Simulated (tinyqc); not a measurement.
Solid solubility of a dopant against its melt (retrograde solidus), clustering and the electrically active fraction. From one set of inputs to another, one input at a time. Computed by tinyqc, a small Python program. Command: `OMP_NUM_THREADS=1 python tinyqc.py 3020304 3020305 out.jsonl retro ladder`. One thread of a shared host (Intel(R) Xeon(R) Processor @ 2.30GHz), about 0.03 s of CPU time with the checks.

The inputs printed are set A. Inputs not listed in the table keep their values of set A, so the rows need not describe a real material.

Inputs (values chosen for the exercise, of the order of those of antimony in silicon for the solubility): melting point of the host T_m = 1687 K; heat of melting of the host H_f = 50.2 kJ/mol; interaction L of the melt = 3.2 kJ/mol; enthalpy of transfer from melt to solid H = 0.766 eV; entropy of transfer S = 1.31 k_B; site density N0 = 5e+22 1/cm^3; temperature T = 1343 K; total dopant density N_t = 8.4e+20 1/cm^3; atoms per cluster m = 2; cluster scale N* at 1273 K = 3.8e+20 1/cm^3; activation energy E_b of the cluster scale = 0.38 eV; anneal temperature T_a = 1125 K; prefactor of n_i = 4.01e+16 1/(cm^3 K^1.5); energy E_i in n_i = 0.606 eV; mobility mu = 80 cm^2/(V s).

Clustering: clusters that take up free electrons.

Constants: R = 8.314462618 J/(mol K); k_B = 8.617333262e-05 eV/K; e = 1.602176634e-19 C; N_A = 6.02214076e+23 1/mol.

Method:
- x_l and x_s are atom fractions of the dopant in melt and solid; the solid is dilute. Liquidus of the host: R T ln(1 - x_l) + L x_l^2 = -H_f (1 - T/T_m). Distribution: k = x_s/x_l = exp[L (1 - x_l)^2/(R T)] exp(S/k_B - H/(k_B T)), the first factor being the activity coefficient in the melt. Solubility = x_s N0; at T_m x_l = 0.
- The largest x_s N0 between 900 K and T_m. For an ideal melt with constant heats the maximum has x_l = H_f/(H + H_f), H in the same units.
- A highly soluble donor (another dopant than that of the solidus) is limited by clustering. Donors N_a are active, and clusters hold m atoms each: N_t = N_a + m C, m C = N* (N_a/N*)^m (n/N*)^m, each atom taking one electron, n = N_a/2 + sqrt(N_a^2/4 + n_i^2), n_i = prefactor x T^1.5 exp(-E_i/(k_B T)), with N*(T) = N*(1273 K) exp[-(E_b/k_B)(1/T - 1/1273)]. Resistivity = 1/(e mu N_a).

Each row keeps all changes above it:
```
input moved                                         from       to  solubility (1/cm^3)  temperature of the maximum (K)  resistivity (milliohm cm)
set A                                                  -        -           1.6546e+20                          1485.6                    0.26412
temperature T (K)                                   1343     1550           1.9425e+20                          1485.6                    0.26412
anneal temperature T_a (K)                          1125     1325           1.9425e+20                          1485.6                    0.18186
total dopant density N_t (1/cm^3)                8.4e+20  2.2e+20           1.9425e+20                          1485.6                    0.38937
entropy of transfer S (k_B)                         1.31     -1.8           8.6637e+18                          1485.6                    0.38937
interaction L of the melt (kJ/mol)                   3.2      7.5           1.0951e+19                          1503.1                    0.38937
activation energy E_b of the cluster scale (eV)     0.38     0.44           1.0951e+19                          1503.1                    0.38764
enthalpy of transfer from melt to solid H (eV)     0.766     0.41           1.5739e+20                          1426.3                    0.38764
```

Solubility goes from 1.65e20 to 1.57e20, a factor 0.951 in all. The largest single move comes from entropy of transfer S (a factor 0.0446), and enthalpy of transfer from melt to solid H works against it (a factor 14.4). Temperature of the maximum goes from 1490 to 1430, a factor 0.960 in all. The largest single move comes from enthalpy of transfer from melt to solid H (a factor 0.949), and interaction L of the melt works against it (a factor 1.012). Resistivity goes from 0.264 to 0.388, a factor 1.47 in all. The largest single move comes from total dopant density N_t (a factor 2.14), and anneal temperature T_a works against it (a factor 0.689). The single moves hold for this order of the switches; the total does not depend on the order.

Caution (all rows): this clustering law is a generic form; degeneracy and a doping-dependent mobility are left out.

Extremes, crossings and ranges named in words are read from the listed rows.
